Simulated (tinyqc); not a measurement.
Worked calculation: smearing for a one-band metal on the bcc lattice. Values are carried at full precision from step to step, so a last printed digit may differ when a step is redone from the rounded ones.

Lattice vectors (units of a): a1 = (-1/2, 1/2, 1/2), a2 = (1/2, -1/2, 1/2), a3 = (1/2, 1/2, -1/2). E(k) = -t A_1(k) - t2 A_2(k), A_m the sum of cos(k . R) over the 8 nearest and 6 second lattice vectors. Mesh k = sum (j_i/N) b_i, j_i = 0 .. N-1.

Inputs chosen for the exercise: t = 1.11 eV (nearest hopping); t2 = 0.19 eV (second hopping); N = 6 (unshifted mesh); ne = 1.31 (electrons per cell); sigma = 0.555 eV (width).

## Levels on the mesh

Evaluate the band and collect equal energies with their counts.

Distinct levels:
```
E_k (eV)  points
-10.0200       1
-7.4200       12
-5.0100        6
-3.5200       24
-2.2200       12
-0.5400        8
-0.1900       24
0.3800        54
0.9500        12
1.6800         8
2.2200        12
3.1400        24
3.8700         6
5.9000        12
7.7400         1
```

15 distinct levels; the mean spacing is 1.269 eV.

## Fermi level with Methfessel-Paxton (first order) smearing

With x = (E_k - mu)/sigma: Methfessel-Paxton (first order) f = erfc(x)/2 - x exp(-x^2)/(2 sqrt(pi)), s = (1 - 2 x^2) exp(-x^2)/(4 sqrt(pi)). With weights w = points/N^d (d the dimension), mu solves 2 sum w f = ne; E = 2 sum w f E_k, S = 2 sum w s, F = E - sigma S.

Weights w = points/total. Bisection from the lowest and highest level; ten steps are shown.

Bisection:
```
step  low (eV)  high (eV)  mu (eV)  electrons
1     -10.0200     7.7400  -1.1400     0.5038
2      -1.1400     7.7400   3.3000     1.7643
3      -1.1400     3.3000   1.0800     1.3977
4      -1.1400     1.0800  -0.0300     0.7592
5      -0.0300     1.0800   0.5250     1.1722
6       0.5250     1.0800   0.8025     1.3284
7       0.5250     0.8025   0.6637     1.2622
8       0.6637     0.8025   0.7331     1.2984
9       0.7331     0.8025   0.7678     1.3141
10      0.7331     0.7678   0.7505     1.3064
```

## Occupations and energies

Converge mu, then list x, f and s of each level and form the sums.

mu = 0.7584 eV

x, f and s of each level:
```
E_k (eV)       x        f        s
-10.0200  -19.42   1.0000   0.0000
-7.4200   -14.74   1.0000   0.0000
-5.0100   -10.39   1.0000   0.0000
-3.5200    -7.71   1.0000   0.0000
-2.2200    -5.37   1.0000   0.0000
-0.5400    -2.34   1.0023  -0.0059
-0.1900    -1.71   1.0182  -0.0368
0.3800     -0.68   0.9533   0.0062
0.9500      0.35   0.2262   0.0953
1.6800      1.66  -0.0203  -0.0404
2.2200      2.63  -0.0006  -0.0018
3.1400      4.29   0.0000   0.0000
3.8700      5.61   0.0000   0.0000
5.9000      9.26   0.0000   0.0000
7.7400     12.58   0.0000   0.0000
```

E = -2.1052 eV
S = 0.0019
F = -2.1062 eV
(E + F)/2 = -2.1057 eV

Levels with f between 0.001 and 0.999: 2. f leaves the range 0 to 1: it runs from -0.0203 to 1.0182. For this scheme F itself has no term in sigma^2, so F is the estimate of the energy at zero width.

## Checks

- The slope dF/d sigma by finite differences against -S: both -0.0019052.
- The slope dF/d ne by finite differences against mu (eV): both 0.75838.

tinyqc: `OMP_NUM_THREADS=1 python tinyqc.py 1651711 1651712 out.jsonl`; about 0.2 s, one thread, shared Intel(R) Xeon(R) Processor @ 2.30GHz.
